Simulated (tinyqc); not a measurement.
Quantum point contact as a saddle point: two steps of the calculation.

Potential V0 - m wx^2 x^2/2 + m wy^2 y^2/2; energies are counted from V0. Mode n = 0, 1, ... transmits T_n(E) = 1/(1 + exp(-2 pi (E - E_n)/wx)), E_n = wy (n + 1/2); each mode carries 2 q^2/h.

Values chosen for this exercise:
- T = 1.5 K (temperature)
- wy = 1.8 meV (transverse quantum hbar wy)
- wx = 1.2 meV (curvature of the barrier hbar wx)
- mu = 4.24 meV (Fermi level above the saddle point)
- nE = 15 (points of the energy grid)
- xm = 8 (half-range of the grid in kB T)

Constants: q = 1.602176634e-19 C, kB = 1.380649e-23 J/K, h = 6.62607015e-34 J s, Vt = kB T/q. Results are converted to the units shown.

Problem 1. Transmissions at the Fermi level. At zero temperature g = G/(2 q^2/h) = sum T_n(mu); Fano factor sum T_n (1 - T_n)/sum T_n. Modes beyond those listed are in the sums but add less than 1e-4 to g.

Find: E_n; T_n; g; G; Fano factor.

Solution 1.

```
mode  E_n (meV)     T_n
0        0.9000  1.0000
1        2.7000  0.9997
2        4.5000  0.2040
3        6.3000  0.0000
```

g = 2.2037
G = 170.75 uS
Fano factor = 0.07384

Problem 2. Thermal average on a coarse grid. g(T) = int g(E) (-df/dE) dE = int g(mu + x kB T) dx/(4 cosh^2(x/2)), g(E) the zero-temperature value at E, g = G/(2 q^2/h). Simpson's rule on nE equally spaced x from -xm to xm.

Find: x; E; g(E); weight; integral of the weight; g(T); g(T) divided by the integral of the weight.

Solution 2.

```
point       x  E (meV)   g(E)  weight
0      -8.000    3.206  1.935  0.0003
1      -6.857    3.354  1.971  0.0010
2      -5.714    3.501  1.990  0.0033
3      -4.571    3.649  2.005  0.0101
4      -3.429    3.797  2.021  0.0304
5      -2.286    3.945  2.050  0.0838
6      -1.143    4.092  2.105  0.1833
7       0.000    4.240  2.204  0.2500
8       1.143    4.388  2.357  0.1833
9       2.286    4.535  2.546  0.0838
10      3.429    4.683  2.723  0.0304
11      4.571    4.831  2.850  0.0101
12      5.714    4.979  2.926  0.0033
13      6.857    5.126  2.966  0.0010
14      8.000    5.274  2.988  0.0003
```

integral of the weight = 1.001
g(T) = 2.255
g(T) divided by the integral of the weight = 2.252

Numbers from tinyqc (`OMP_NUM_THREADS=1 python tinyqc.py 2740029 2740030 out.jsonl`; about 0.05 s on one thread of a shared Intel Xeon 2.30GHz).
